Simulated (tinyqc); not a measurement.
# Energy and delay of logic against supply voltage: effects of single changes

One expression serves below and above threshold: I(Vg) = Ik [ln(1 + exp((Vg - VT + dd V)/(al nf Vt)))]^al, with I_on = I(V) and I_off = I(0). Gate delay td = kd C V/I_on, clock period LD td. Per gate and cycle the switching energy is act C V^2 and the leakage energy I_off V LD td. No short-circuit current, no variation. Minima are sought above 0.09 V; below a few Vt gates no longer switch and the model has no meaning.

Inputs (values chosen for the exercise); values of the order met in logic technologies:

| symbol | value | unit | meaning |
|---|---|---|---|
| T | 330 | K | temperature |
| VT | 0.39 | V | threshold voltage at zero drain bias |
| nf | 1.06 |  | slope factor |
| dd | 0.1 |  | barrier lowering per volt of supply |
| Ik | 0.31 | uA | specific current of a gate |
| al | 1.37 |  | exponent of the current law |
| C | 0.76 | fF | load capacitance of a gate |
| kd | 1.1 |  | delay factor |
| LD | 40 |  | logic depth |
| act | 0.02 |  | activity factor |

Constants: q = 1.602176634e-19 C, kB = 1.380649e-23 J/K, Vt = kB T/q. Results are converted to the units shown.

Each table varies one quantity; the others keep the values above.

## Energy and delay against supply voltage

EDP = energy times td.

Energy and delay against supply voltage:

| V (V) | I_on (uA) | I_off (nA) | td (ps) | switching (aJ) | leakage (aJ) | energy (aJ) | EDP (fJ ps) |
|---|---|---|---|---|---|---|---|
| 0.15 | 1.772e-4 | 0.001226 | 7.078e5 | 0.3420 | 5.207 | 5.549 | 3927 |
| 0.27 | 0.01323 | 0.001825 | 1.707e4 | 1.108 | 0.3364 | 1.445 | 24.65 |
| 0.38 | 0.3482 | 0.002629 | 912.3 | 2.195 | 0.03646 | 2.231 | 2.036 |
| 0.5 | 1.997 | 0.003915 | 209.3 | 3.800 | 0.01639 | 3.816 | 0.7989 |
| 0.62 | 4.521 | 0.005829 | 114.7 | 5.843 | 0.01657 | 5.859 | 0.6718 |
| 0.73 | 7.268 | 0.008395 | 83.97 | 8.100 | 0.02058 | 8.121 | 0.6819 |
| 0.85 | 10.63 | 0.01250 | 66.87 | 10.98 | 0.02841 | 11.01 | 0.7362 |
| 0.97 | 14.30 | 0.01861 | 56.69 | 14.30 | 0.04093 | 14.34 | 0.8131 |
| 1.08 | 17.92 | 0.02680 | 50.39 | 17.73 | 0.05833 | 17.79 | 0.8963 |
| 1.2 | 22.10 | 0.03989 | 45.39 | 21.89 | 0.08692 | 21.97 | 0.9975 |

What does the table show?

td falls from 7.08e5 to 45.4 ps; the energy goes from 5.55 through a minimum of 1.44 (at V = 0.27 V among the rows listed) to 22.0 aJ and the EDP goes from 3930 through a minimum of 0.672 (at V = 0.62 V among the rows listed) to 0.998 fJ ps. The exact minima lie at V = 0.269 V for the energy and 0.653 V for the EDP. Going from 1.2 V to the energy minimum saves a factor of 15.2 in energy and costs a factor of 383 in delay. Below the minimum the leakage energy rises faster than the switching energy falls, because the clock period grows so steeply.

## Optimum supplies against the logic depth

Same model as above.

V_min minimises the energy and V_EDP the product of energy and td.

Results:

| LD | V_min (V) | energy at V_min (aJ) | leakage share (%) | clock at V_min (MHz) | V_EDP (V) | clock at V_EDP (GHz) |
|---|---|---|---|---|---|---|
| 5 | 0.1931 | 0.8266 | 31.46 | 1.050 | 0.6524 | 1.941 |
| 8 | 0.2110 | 0.9523 | 28.91 | 1.151 | 0.6524 | 1.213 |
| 12 | 0.2261 | 1.067 | 27.13 | 1.233 | 0.6524 | 0.8088 |
| 20 | 0.2447 | 1.220 | 25.35 | 1.329 | 0.6525 | 0.4854 |
| 30 | 0.2592 | 1.348 | 24.24 | 1.397 | 0.6526 | 0.3237 |
| 80 | 0.2937 | 1.695 | 22.64 | 1.511 | 0.6531 | 0.1216 |
| 150 | 0.3155 | 1.953 | 22.50 | 1.524 | 0.6538 | 0.06498 |

Estimate the missing row, LD = 50.

Computed row:

| LD | V_min (V) | energy at V_min (aJ) | leakage share (%) | clock at V_min (MHz) | V_EDP (V) | clock at V_EDP (GHz) |
|---|---|---|---|---|---|---|
| 50 | 0.2773 | 1.522 | 23.22 | 1.467 | 0.6528 | 0.1943 |

With this row back in the table: As LD goes from 5 to 150, V_min rises from 0.193 to 0.316 V, the energy there rises from 0.827 to 1.95 aJ, the clock there rises from 1.05 to 1.52 MHz and V_EDP stays near 0.653 V. act and LD enter V_min only through the ratio act/LD.

tinyqc, about 0.01 s, one thread, Intel Xeon 2.30GHz (shared host): `OMP_NUM_THREADS=1 python tinyqc.py 2082020 2082021 out.jsonl`
